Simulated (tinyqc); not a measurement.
Ionisation and resistivity against doping: donors with valley-orbit split 1s states.

Each donor binds at most one electron, in any of its states. For a site s, W_s = sum over its states of g exp(E/kT), and the ionised share is 1/(1 + W_s exp(eta)), eta = (EF - Ec)/kT; n = Nc F_1/2(eta); neutrality n + NA = ND x (mean ionised share); holes are neglected. Nc from N = 2 (m kB T/(4 pi c))^(3/2) with c = hbar^2/2m0, in 1/angstrom^3; times 1e24 for 1/cm^3, m = md. F_j(eta) = (1/Gamma(j + 1)) integral_0^infinity x^j dx/(1 + exp(x - eta)), which tends to exp(eta) for eta << 0.

Mobility (Caughey-Thomas form): mu = mu0 + (mu1 (T/300)^(-ga) - mu0)/(1 + ((ND + NA)/Nr)^de); rho = 1/(e n mu), e = 1.602176634e-19 C.

Constants: hbar^2/2m0 = 3.80998211 eV angstrom^2; kB = 8.617333262e-05 eV/K.

Inputs chosen for the exercise (near those of P in Si; not measured data): md = 1.053 m0 (density-of-states mass of the conduction band); E = (45.9, 34.5, 32.7) meV (binding energies of 1s(A1), 1s(T2), 1s(E)); g = (2, 6, 4) (their degeneracies with spin); T = 225 K; mu0 = 70 cm^2/(V s) (mobility at heavy doping); mu1 = 1335 cm^2/(V s) (mobility at light doping and 300 K); Nr = 1e+17 1/cm^3 (reference doping); de = 0.72 (doping exponent); ga = 2.3 (temperature exponent).

NA = 0.

Results:
```
ND (1/cm^3)  n (1/cm^3)   n/ND  mu (cm^2/(V s))  rho (ohm cm)  rho at full ionisation
1.0e+14        1.00e+14  1.000             2570          24.3                    24.3
1.0e+15        9.96e+14  0.996             2499          2.51                    2.50
1.0e+16        9.59e+15  0.959             2184         0.298                   0.286
3.0e+16        2.68e+16  0.893             1842         0.126                   0.113
1.0e+17        7.49e+16  0.749             1329        0.0627                  0.0470
1.0e+18        3.74e+17  0.374              473        0.0353                  0.0132
2.0e+18        5.64e+17  0.282              331        0.0334                 0.00943
```

Give the missing row, ND (1/cm^3) = 3.0e+17.

Computed row:
```
ND (1/cm^3)  n (1/cm^3)   n/ND  mu (cm^2/(V s))  rho (ohm cm)  rho at full ionisation
3.0e+17        1.70e+17  0.568              855        0.0429                  0.0243
```

From 1e16 to 1e18 1/cm^3 rho falls by a factor 8.43, not 100: the mobility takes a factor 4.62 and incomplete ionisation 2.57. n/ND is below 0.9 from 3e+16 1/cm^3 on. From a few times 1e18 1/cm^3 on, depending on the dopant, the levels merge with the band, and already below that screening lowers the binding energy, so the last rows understate n.

Computed by tinyqc, a small Python program: `OMP_NUM_THREADS=1 python tinyqc.py 1651155 1651156 out.jsonl` (the numbers bound the seed that draws the inputs); one thread of a shared host (Intel(R) Xeon(R) Processor @ 2.30GHz), about 0.01 s for the whole set of steps.
